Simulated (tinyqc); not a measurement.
Photoconductance decay in a wafer: bulk and surface recombination modes, and iron detection by pair splitting: one step, computed by the program tinyqc. Command: `OMP_NUM_THREADS=1 python tinyqc.py 3112040 3112041 out.jsonl pcd walk`. One thread of a shared host (Intel(R) Xeon(R) Processor @ 2.30GHz), about 0.01 s of CPU time with the checks.

Both faces of the wafer have the same S; injection is low and all coefficients are constant. x runs from -W/2 to W/2.

Question. Decay rates of the even modes. Even modes cos(a x) obey b tan b = S W/(2 D) with b = a W/2, odd modes sin(a x) obey -b cot b = S W/(2 D); each decays at the rate 1/tau_b + D a^2.

Inputs (values chosen for the exercise, modelled on p-type silicon): thickness W = 775 micrometre; diffusivity D = 22.1 cm^2/s; bulk lifetime tau_b without iron = 45 microsecond; surface recombination velocity S = 2600 cm/s.

Give: the table «The first four even modes: b, surface rate and decay time» with the columns b_n, surface rate D a^2 (1/s), decay time (microsecond), for n = 0, 1, 2, 3.

Answer.

The first four even modes: b, surface rate and decay time:
```
n    b_n  surface rate D a^2 (1/s)  decay time (microsecond)
0  1.294                 2.465e+04                     21.33
1  3.993                 2.347e+05                      3.89
2  6.869                 6.945e+05                      1.40
3  9.858                 1.430e+06                      0.69
```
